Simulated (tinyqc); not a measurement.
Fermi-level pinning from two metals.

Inverse problem. Cowley-Sze model with the space charge neglected: phiB = S (phiM - chi) + (1 - S)(Eg - phi0), S = 1/(1 + q Dit dl/(eps0 ei)), dl in cm. Find S, phi0 and Dit.

Inputs (values chosen for the exercise); band and dielectric values close to those of cadmium telluride: band gap Eg = 1.48 eV; electron affinity chi = 4.32 eV; thickness of the interfacial layer dl = 0.2 nm; relative permittivity of the interfacial layer ei = 3.9.

Constants: q = 1.602176634e-19 C, eps0 = 8.8541878128e-14 F/cm where lengths are in cm. Results are converted to the units shown.

barriers for metals with phiM = 4.58 and 5.72 eV (eV): 0.58685562  0.95057352

Solution. S is the slope of phiB against phiM; either barrier then gives phi0, and S gives Dit.

S = 0.319
phi0 = 0.740 eV
Dit = 2.30e14 cm^-2 eV^-1

Computed by the program tinyqc: `OMP_NUM_THREADS=1 python tinyqc.py 2020157 2020158 out.jsonl`, one thread of a shared Intel Xeon 2.30GHz, about 0.1 s for the whole run.
